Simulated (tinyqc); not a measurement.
Worked calculation: empirical pseudopotential in a few plane waves. One step of it, computed by the program tinyqc.

Task: Bloch Hamiltonian at G. Basis: the 15 shortest G (labels in 2 pi/a), the same at every k. H(G,G') = c |k + G|^2 delta + VS(|G-G'|^2) cos((G-G').tau) + i VA sin((G-G').tau), tau = a/8 (1,1,1); 1 Ry = 13.605693 eV.

Parameters chosen for this model: fcc lattice, atoms at +/- a/8 (1,1,1); form factors in rydberg at |G|^2 in units of (2 pi/a)^2:
```
parameter                 value      unit
a                      6.150000  angstrom
VS(3)                 -0.252000        Ry
VS(8)                  0.001000        Ry
VS(11)                 0.045000        Ry
VA(3)                         0        Ry
VA(4)                         0        Ry
VA(11)                        0        Ry
hbar^2/2m (2 pi/a)^2   3.976788        eV
```

k point G (2 pi / a): 0  0  0

Give: H(k) at G.

Result:

H(k) at G (eV), lower triangle:
```
         +0+0+0   -1-1-1   -1-1+1   -1+1-1   -1+1+1   +1-1-1   +1-1+1   +1+1-1
+0+0+0   0.0000
-1-1-1   2.4244  11.9304
-1-1+1  -2.4244   0.0000  11.9304
-1+1-1  -2.4244   0.0000   0.0136  11.9304
-1+1+1  -2.4244  -0.0136   0.0000   0.0000  11.9304
+1-1-1  -2.4244   0.0000   0.0136   0.0136   0.0000  11.9304
+1-1+1  -2.4244  -0.0136   0.0000   0.0000   0.0136   0.0000  11.9304
+1+1-1  -2.4244  -0.0136   0.0000   0.0000   0.0136   0.0000   0.0136  11.9304
+1+1+1   2.4244   0.0000  -0.0136  -0.0136   0.0000  -0.0136   0.0000   0.0000
-2+0+0   0.0000  -2.4244  -2.4244  -2.4244   2.4244   0.4329  -0.4329  -0.4329
+0-2+0   0.0000  -2.4244  -2.4244   0.4329  -0.4329  -2.4244   2.4244  -0.4329
+0+0-2   0.0000  -2.4244   0.4329  -2.4244  -0.4329  -2.4244  -0.4329   2.4244
+0+0+2   0.0000  -0.4329   2.4244  -0.4329  -2.4244  -0.4329  -2.4244   0.4329
+0+2+0   0.0000  -0.4329  -0.4329   2.4244  -2.4244  -0.4329   0.4329  -2.4244
+2+0+0   0.0000  -0.4329  -0.4329  -0.4329   0.4329   2.4244  -2.4244  -2.4244

         +1+1+1   -2+0+0   +0-2+0   +0+0-2   +0+0+2   +0+2+0   +2+0+0
+1+1+1  11.9304
-2+0+0  -0.4329  15.9072
+0-2+0  -0.4329   0.0136  15.9072
+0+0-2  -0.4329   0.0136   0.0136  15.9072
+0+0+2  -2.4244  -0.0136  -0.0136   0.0000  15.9072
+0+2+0  -2.4244  -0.0136   0.0000  -0.0136   0.0136  15.9072
+2+0+0  -2.4244   0.0000  -0.0136  -0.0136   0.0136   0.0136  15.9072
```
